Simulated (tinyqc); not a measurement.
Finnis-Sinclair potential for a bcc metal: fit to cohesion and elasticity, then vacancy, surfaces and structure: one step, computed by the program tinyqc.

E = (1/2) sum V(r) - A sqrt(rho), rho = sum phi(r), phi = (r - d)^2 for r < d, V = (r - c)^2 (c0 + c1 r + c2 r^2) for r < c. In bcc the 8 first neighbours lie at sqrt(3) a/2 and the 6 second at a; both cut-offs lie below the third shell; Omega = a^3/2; E is per atom and z the number of atoms in a shell. The four constants A, c0, c1, c2 are fitted to E_c, zero pressure, B and C12 - C44 alone, so C44 and C11 - C12 are not matched singly; defects are unrelaxed.

Problem. Solution. Solve the three equations.

matrix, rows cohesion, pressure, bulk modulus, columns c0, c1, c2:
```
[[6.9318, 18.9218, 51.8594],
 [-37.7305, -85.9225, -189.0581],
 [110.8992, 104.8614, -170.6136]]
```

right-hand side (eV): [1.8012, -20.9842, 129.9298]

Give: c0, c1, c2.

Solution.

c0, c1, c2 (eV/angstrom^2, eV/angstrom^3, eV/angstrom^4): [-0.589, 1.285, -0.355]
